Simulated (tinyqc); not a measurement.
The size of the error: propagation of a band-gap error through k.p and effective-mass formulas.

Chain, for a gap E (the reference Eg or another value), with Ep and Dso kept: 1/me = 1 + Ep (E + 2 Dso/3)/(E (E + Dso)); g* = 2 - 2 Ep Dso/(3 E (E + Dso)); g1(E) = g1 + (Ep/3)(1/E - 1/Eg), g2(E) = g2 + (Ep/6)(1/E - 1/Eg), light hole 1/(g1 + 2 g2), heavy hole 1/(g1 - 2 g2) along [100]; optical constant ei(E) = 1 + (ei - 1)(EP/(EP + E - Eg))^2, static e0(E) = ei(E) + e0 - ei.

Donor: R = Ry me/e0^2, a_B = a0 e0/me, Mott density (0.26/a_B)^3. Nc, Nv = 2 (m kT/(4 pi c))^(3/2), c = hbar^2/2m0, ni = sqrt(Nc Nv) exp(-E/2kT). Exciton: Ry mu/e0^2 with 1/mu = 1/me + g1(E). 1 angstrom^-3 = 1e24 cm^-3.

Constants: Ry = 13.60569312 eV; a0 (Bohr radius) = 0.5291772105 angstrom; kB = 8.617333262e-05 eV/K; hbar^2/2m0 = 3.80998211 eV angstrom^2.

Parameters, chosen for this exercise (reference values near those of CdTe, gap at low temperature; shifted at random, so the results belong to these values and not to a real crystal):
- Eg = 1.611 eV (gap at Gamma to the s-like level)
- Dso = 0.909 eV (spin-orbit splitting)
- Ep = 18.8 eV (Kane energy)
- g1 = 5.29 (Luttinger gamma1)
- g2 = 1.7 (gamma2)
- e0 = 10.25 (static dielectric constant)
- ei = 7.25 (optical dielectric constant)
- EP = 5.58 eV (mean (Penn) gap)
- mh = 0.59 m0 (density-of-states mass of the holes)
- T = 300 K (temperature)

E = f Eg; ratios against f = 1.

Results:
```
f     E (eV)  me ratio  light-hole ratio  e0 ratio  donor ratio  Mott ratio       g*  log10 ni ratio
0.25   0.403     0.305             0.271     1.384        0.160      0.0107  -19.565            9.76
0.40   0.644     0.460             0.427     1.282        0.280      0.0462   -9.381            7.87
0.60   0.967     0.651             0.626     1.170        0.476       0.172   -4.284            5.27
0.80   1.289     0.830             0.817     1.077        0.715       0.457   -2.022            2.65
1.00   1.611     1.000             1.000     1.000        1.000        1.00   -0.806            0.00
1.20   1.933     1.163             1.175     0.935        1.330        1.92   -0.073           -2.66
1.50   2.417     1.396             1.425     0.856        1.906        4.34    0.582           -6.66
2.00   3.222     1.759             1.810     0.757        3.065        12.5    1.144          -13.35
```

What does the comparison show, and why?

Between f = 0.8 and 1.2 the mean powers d ln(ratio)/d ln f are 0.83 for me, 0.90 for the light hole, -0.35 for e0, 1.53 for the donor energy and 3.54 for the Mott density; ni moves by -0.82 decades per 0.1 eV, against -0.1 eV/(2 kT ln 10) = -0.84 from the exponential alone, the rest coming from Nc through me^(3/4). g* changes sign between f = 1.20 and 1.50; the place of this zero hangs on remote bands, which are left out.

Program tinyqc; command `OMP_NUM_THREADS=1 python tinyqc.py 1880892 1880893 out.jsonl`; about 0.01 s on one thread of a shared Intel(R) Xeon(R) Processor @ 2.30GHz.
